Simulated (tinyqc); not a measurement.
Capacitance measurement on a leaky thin oxide: effects of series resistance and leakage: two steps of the calculation.

The device is a capacitance C in parallel with a leakage conductance G, in series with Rs and Ls. An impedance meter reports either a parallel pair (Cp, Gp) from Y = 1/Z = Gp + i w Cp or a series pair (Cs, Rm) from Z = Rm + 1/(i w Cs); w = 2 pi f, dissipation D = Gp/(w |Cp|).

Parameters, values chosen for the exercise; values of the order met in thin-oxide MOS capacitors: relative permittivity of the gate insulator (close to aluminium oxide) eox = 9; insulator thickness tox = 4.8 nm; gate area A = 400 um^2; oxide-equivalent thickness added by the accumulation layer zc = 0.25 nm; oxide-equivalent thickness added by gate depletion zp = 0 nm; gate leakage current density, not matched to the thickness Jg = 0.36 A/cm^2; voltage for an e-fold rise of the leakage Vs = 0.32 V; series resistance Rs = 15 ohm; series inductance Ls = 0 nH; measuring frequency f = 2e5 Hz.

Constants: eps0 = 8.8541878128e-14 F/cm where lengths are in cm. Results are converted to the units shown.

Task 1. True capacitance and conductance. EOT = 3.9 tox/eox; CET = EOT + zc + zp; C = 3.9 eps0 A/CET; G = Jg A/Vs.

Give: EOT; CET; C; G.

Result 1.

EOT = 2.0800 nm
CET = 2.3300 nm
C = 5.9281 pF
G = 4.5000 uS

Task 2. What the meter reports. Z = Rs + i w Ls + 1/(G + i w C).

C = 5.9281257 pF
G = 4.5 uS

Find: Z; Cp; Gp; Cs; D.

Result 2.

Z = (5.9425-9.8350i) x 1e4 ohm
Cp = 5.9273 pF
Gp = 4.5005 uS
Cs = 8.0913 pF
D = 0.60422

Cp is 0.013 % below C and Cs is 36 % above it; G Rs = 6.75e-5, w C Rs = 1.12e-4 and G/(w C) = 0.604.

Numbers from tinyqc (`OMP_NUM_THREADS=1 python tinyqc.py 2022187 2022188 out.jsonl`; about 0.01 s on one thread of a shared Intel Xeon 2.30GHz).
